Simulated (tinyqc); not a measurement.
# Abrupt p-n junction, non-linear Poisson equation by Newton steps, step by step

tinyqc, about 0.02 s, one thread, Intel Xeon 2.30GHz (shared host): `OMP_NUM_THREADS=1 python tinyqc.py 2000047 2000048 out.jsonl` Printed values are rounded; ~0 in a residual or rate marks an entry under 1e-11 of the largest of its column.

One dimension, p side on the left, n side on the right; net doping C = -Na for x < 0 and +Nd for x > 0. The potential psi is counted from the intrinsic level, and the quasi-Fermi potentials are flat: 0 for holes and -V for electrons, so n = ni exp((psi + V)/Vt) and p = ni exp(-psi/Vt) (Boltzmann statistics, full ionisation, no current).

Values chosen for this exercise; band and dielectric values those of a made-up semiconductor: temperature T = 325 K; band gap Eg = 1.3 eV; relative permittivity eps_r = 12.2; conduction-band density of states at T Nc = 4e19 cm^-3; valence-band density of states at T Nv = 3.07e19 cm^-3; acceptor density of the p side Na = 1.1e16 cm^-3; donor density of the n side Nd = 9.7e16 cm^-3; bias of the p side against the n side V = 0 V.

Constants: q = 1.602176634e-19 C, kB = 1.380649e-23 J/K, Vt = kB T/q, eps0 = 8.8541878128e-14 F/cm where lengths are in cm. Results are converted to the units shown.

## Intrinsic density, end potentials and Debye lengths

ni = sqrt(Nc Nv) exp(-Eg/(2 Vt)), Eg in volts; psi_p = -Vt ln(Na/ni), psi_n = Vt ln(Nd/ni) - V; Debye length sqrt(eps0 eps_r Vt/(q N)).

ni = 2.91771e9 cm^-3
psi_p = -0.424089 V
psi_n = 0.485053 V
Debye length, p side = 41.4315 nm
Debye length, n side = 13.9522 nm

## Net doping on the mesh

x, node 0 to 15 (nm): -765  -482  -300  -182  -107  -58  -26.7  -6.5  6.5  21  37.2  55.3  75.5  98.1  123  151

C = -Na for x < 0 and +Nd for x > 0, taken at the nodes.

net doping C, node 0 to 15 (cm^-3): -1.1e16  -1.1e16  -1.1e16  -1.1e16  -1.1e16  -1.1e16  -1.1e16  -1.1e16  9.7e16  9.7e16  9.7e16  9.7e16  9.7e16  9.7e16  9.7e16  9.7e16

## Couplings between neighbouring nodes

a_i = eps0 eps_r/h_i for the interval from node i to i + 1, with h_i = x_(i+1) - x_i in cm.

coupling a_i, interval 0 to 14 (F/cm^2): 3.81700e-8  5.93522e-8  9.15433e-8  1.44028e-7  2.20451e-7  3.45115e-7  5.34758e-7  8.30931e-7  7.44973e-7  6.66797e-7  5.96802e-7  5.34758e-7  4.77969e-7  4.33820e-7  3.85790e-7

## Starting potential

The parabolas of an abrupt Na-Nd junction in the depletion approximation: psi_p + q Na (x + xp)^2/(2 eps0 eps_r) for -xp < x < 0, psi_n - q Nd (xn - x)^2/(2 eps0 eps_r) for 0 < x < xn, flat outside, with W = sqrt(2 eps0 eps_r (psi_n - psi_p)(1/Na + 1/Nd)/q), xp = W Nd/(Na + Nd), xn = W Na/(Na + Nd), psi_p = -Vt ln(Na/ni), psi_n = Vt ln(Nd/ni) - V.

psi at the start, node 0 to 15 (V): -0.424089  -0.424089  -0.421900  -0.276780  -0.066461  0.120513  0.260451  0.359249  0.422968  0.469130  0.485053  0.485053  0.485053  0.485053  0.485053  0.485053

## Iteration 1: densities, residual and Jacobian diagonal

n_i = ni exp((psi_i + V)/Vt), p_i = ni exp(-psi_i/Vt), rho_i = p_i - n_i + C_i, g_i = (n_i + p_i)/Vt. Box widths w_i = (h_(i-1) + h_i)/2 in cm. Residual F_i = a_i (psi_(i+1) - psi_i) - a_(i-1) (psi_i - psi_(i-1)) + q rho_i w_i; Jacobian: a_(i-1) and a_i beside the diagonal, b_i = -a_(i-1) - a_i - q g_i w_i on it. The two end nodes are fixed.

```
node   n (cm^-3)   p (cm^-3)
0        773.914      1.1e16
1        773.914      1.1e16
2        836.815  1.01732e16
3      1.48938e5  5.71585e13
4      2.71910e8  3.13084e10
5     2.15693e11   3.94683e7
6     3.19047e13   2.66827e5
7     1.08621e15     7837.41
8     1.05685e16     805.511
9     5.49349e16     154.966
10        9.7e16     87.7635
11        9.7e16     87.7635
12        9.7e16     87.7635
13        9.7e16     87.7635
14        9.7e16     87.7635
15        9.7e16     87.7635
```

```
node  residual F (C/cm^2)  diagonal b (F/cm^2)
1             1.29890e-10          -1.56061e-6
2              1.11678e-8          -1.02387e-6
3             8.83727e-11          -2.38727e-7
4             3.08301e-14          -3.64480e-7
5            -1.38725e-13          -5.65571e-7
6            -1.31626e-11          -8.80343e-7
7             -3.10071e-9          -1.37600e-6
8             4.83584e-10          -1.65904e-6
9             -1.34265e-8          -1.89417e-6
10            -1.06176e-8          -2.21528e-6
11                     ~0          -2.19422e-6
12                     ~0          -2.20024e-6
13                     ~0          -2.22971e-6
14                     ~0          -2.28736e-6
```

## Iteration 1: Newton step

Solve the tridiagonal system a_(i-1) d_(i-1) + b_i d_i + a_i d_(i+1) = -F_i for nodes 1 to 14, with d = 0 on fixed nodes. Half of the step is added while the largest |d| exceeds 1.5 Vt, the full step after that.

Newton step d, before damping, node 1 to 14 (V): 0.0004963  0.0108607  -0.0008445  -0.0089162  -0.0141900  -0.0175585  -0.0197233  -0.0176297  -0.0179110  -0.0110473  -0.0032042  -0.0008183  -0.0001821  -0.0000345
psi after iteration 1, node 0 to 15 (V): -0.424089  -0.423593  -0.411040  -0.277625  -0.075378  0.106323  0.242892  0.339525  0.405338  0.451219  0.474006  0.481849  0.484235  0.484871  0.485019  0.485053

## Iteration 2: densities, residual and Jacobian diagonal

As before.

```
node   n (cm^-3)   p (cm^-3)
0        773.914      1.1e16
1        787.751  1.08068e16
2        1233.24  6.90303e15
3      1.44514e5  5.89082e13
4      1.97770e8  4.30452e10
5     1.29955e11   6.55078e7
6     1.70441e13   4.99471e5
7     5.37111e14     15849.7
8     5.63158e15     1511.66
9     2.89803e16     293.754
10    6.53824e16     130.204
11    8.65136e16     98.4014
12    9.42067e16     90.3657
13    9.63712e16     88.3361
14    9.68804e16     87.8718
15        9.7e16     87.7635
```

```
node  residual F (C/cm^2)  diagonal b (F/cm^2)
1             6.39547e-12          -1.53491e-6
2              1.62208e-9          -7.43255e-7
3             4.05796e-14          -2.38823e-7
4             1.74522e-15          -3.64481e-7
5            -1.51433e-14          -5.65570e-7
6            -2.12140e-12          -8.80124e-7
7            -5.74099e-11          -1.37079e-6
8            -3.77997e-10          -1.62020e-6
9             -2.25720e-9          -1.66626e-6
10            -1.82582e-9          -1.90507e-6
11           -1.87558e-10          -2.07934e-6
12           -1.40600e-11          -2.16605e-6
13           -7.78890e-13          -2.22117e-6
14           -3.12573e-14          -2.28555e-6
```

## Iteration 2: Newton step

As before.

Newton step d, before damping, node 1 to 14 (in units of 1e-3 V): 0.08688  2.13893  -0.40922  -2.03834  -3.10272  -3.78260  -4.21918  -4.45695  -4.47979  -2.82991  -0.96891  -0.25853  -0.05814  -0.01105
psi after iteration 2, node 0 to 15 (V): -0.424089  -0.423506  -0.408901  -0.278034  -0.077416  0.103220  0.239110  0.335306  0.400881  0.446739  0.471176  0.480880  0.483977  0.484813  0.485008  0.485053

## Course of the Newton iteration

Stop when the largest undamped |d| is below 1e-9 V, or after 80 iterations.

Course of the iteration:
```
iteration  largest |F| (C/cm^2)  largest |d| (V)  at node
1                       1.34e-8           0.0197        7
2                       2.26e-9          4.48e-3        9
3                      8.87e-11          2.00e-4        9
4                      1.94e-13          3.86e-7        9
5                      8.16e-19         1.50e-12        9
```

Converged in 5 iterations. Once the step is below 0.1 Vt, 2 more iteration(s) reach the threshold: near the solution the error is roughly squared each time.

## Converged densities, field and charge

converged psi, node 0 to 15 (V): -0.424089  -0.423503  -0.408838  -0.278072  -0.077518  0.103076  0.238938  0.335117  0.400683  0.446539  0.471039  0.480829  0.483963  0.484810  0.485007  0.485053

n and p as above; field E_i = -(psi_(i+1) - psi_i)/h_i on each interval; charge on either side of the peak Q = eps0 eps_r |E|max (Gauss).

```
node   n (cm^-3)   p (cm^-3)
0        773.914      1.1e16
1        790.270  1.07723e16
2        1334.10  6.38113e15
3      1.42228e5  5.98552e13
4      1.83219e8  4.64639e10
5     1.15729e11   7.35604e7
6     1.48000e13   5.75205e5
7     4.58894e14     18551.2
8     4.76905e15     1785.06
9     2.45203e16     347.184
10    5.88094e16     144.757
11    8.34184e16     102.052
12    9.32941e16     91.2497
13    9.61604e16     88.5298
14    9.68401e16     87.9084
15        9.7e16     87.7635
```

field E, interval 0 to 14 (kV/cm): -0.0207  -0.8058  -11.0819  -26.7405  -36.8559  -43.4066  -47.6134  -50.4347  -31.6250  -15.1234  -5.4089  -1.5513  -0.3750  -0.0792  -0.0165
peak |E| = 50.4347 kV/cm
charge Q = 54.4801 nC/cm^2

## Check against the exact first integral and the depletion approximation

ni = sqrt(Nc Nv) exp(-Eg/(2 Vt)), Eg in volts. Exact first integral for an abrupt junction with thick neutral sides: psi_p = -Vt ln(Na/ni), psi_n = Vt ln(Nd/ni) - V, psi_j = (Nd psi_n + Na psi_p - Vt (Nd - Na))/(Na + Nd) at the junction, n_j = ni exp((psi_j + V)/Vt), p_j = ni exp(-psi_j/Vt), and E_j^2 = (2 q/(eps0 eps_r)) [Nd (psi_n - psi_j - Vt) + Vt (n_j + p_j)] (minority densities of the neutral sides neglected). Depletion approximation: Vbi = Vt ln(Na Nd/ni^2), W = sqrt(2 eps0 eps_r (Vbi - V)(1/Na + 1/Nd)/q), xp = W Nd/(Na + Nd), xn = W Na/(Na + Nd), peak field 2 (Vbi - V)/W, capacitance eps0 eps_r/W.

psi_j = 0.370154 V
exact field at the junction = 50.1358 kV/cm
Vbi = 0.909142 V
W = 352.257 nm
peak field in the depletion approximation = 51.6181 kV/cm

The depletion approximation gives a peak field 3.0 % above the exact one, since it leaves out the Debye tails of the majority carriers at the edges of the depleted layer. The 16-node mesh above gave 50.43 kV/cm on the interval that holds the junction, 0.60 % above the exact value.
